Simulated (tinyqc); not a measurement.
# Sub-threshold conduction and electro-thermal threshold of an amorphous chalcogenide: what changes with what

Trap-limited conduction: I = I0 exp(-Ea/kB T) sinh(q V dz/(2 ua kB T)), I0 = 2 q A Nt dz/ta. One lumped temperature T = T0 + Rt I V. The threshold is the largest V for which a steady state exists on the low-current branch.

Values chosen for this exercise; values of the order of Ge-Sb-Te and related chalcogenides:
- T0 = 300 K (ambient temperature)
- A = 2900 nm^2 (cross-section)
- ua = 33 nm (amorphous thickness)
- dz = 5.1 nm (distance between traps)
- Ea = 0.27 eV (activation energy)
- Nt = 7.5e18 cm^-3 (trap density)
- ta = 2e-14 s (attempt time)
- Rt = 6.8 K/uW (thermal resistance)
- nu = 0.09 (drift exponent)

Constants: q = 1.602176634e-19 C, kB = 1.380649e-23 J/K. Results are converted to the units shown.

Each table varies one quantity; the others keep the values above.

## Threshold against ambient temperature

The threshold is the first local maximum over T of the V that solves Rt I(V, T) V = T - T0.

Result of one run:
```
T0 (K),Vth (V),T - T0 (K),Ith (uA),field (MV/cm)
260,1.666,64.11,5.657,0.5050
```

What becomes of these results when the ambient temperature T0 is changed from 260 to 300 K, all else the same?

Result of the changed run:
```
T0 (K),Vth (V),T - T0 (K),Ith (uA),field (MV/cm)
300,1.492,80.95,7.978,0.4522
```

The whole series:
```
T0 (K),Vth (V),T - T0 (K),Ith (uA),field (MV/cm)
230,1.812,53.15,4.314,0.5490
260,1.666,64.11,5.657,0.5050
300,1.492,80.95,7.978,0.4522
330,1.376,95.87,10.25,0.4170
360,1.272,113.7,13.14,0.3856
400,1.154,144.6,18.43,0.3497
```

Vth falls from 1.81 to 1.15 V, on average -3.87 mV/K, and the rise at threshold rises from 53.1 to 145 K: a warmer layer conducts more and needs less field to reach runaway.

## Resistance drift

The low-field resistance drifts as R = R0 (t/1 s)^nu, R0 = 2 ua kB T0 exp(Ea/kB T0)/(q dz I0). Read as a growth of Ea, this is dEa = nu kB T0 ln(t/1 s).

Resistance drift:
```
t (s),R (Mohm),R/R0,dEa (meV)
0.001,3.4716,0.53703,-16.072
0.1,5.2545,0.81283,-5.3574
1,6.4644,1.0000,0
100,9.7843,1.5136,10.715
10000,14.809,2.2909,21.430
1e6,22.414,3.4674,32.144
3e8,37.452,5.7935,45.415
```

Read the table: what changes, and by how much?

R grows by a factor of 1.23 a decade and 5.79 from 1 s to 3e8 s. A level that lies a factor of 3 below a fixed read threshold at 1 s reaches it after 2.00e5 s.

Range of the model: Purely electronic switching mechanisms, filaments and series resistance are left out.

tinyqc, about 0.01 s, one thread, Intel Xeon 2.30GHz (shared host): `OMP_NUM_THREADS=1 python tinyqc.py 2490122 2490123 out.jsonl`
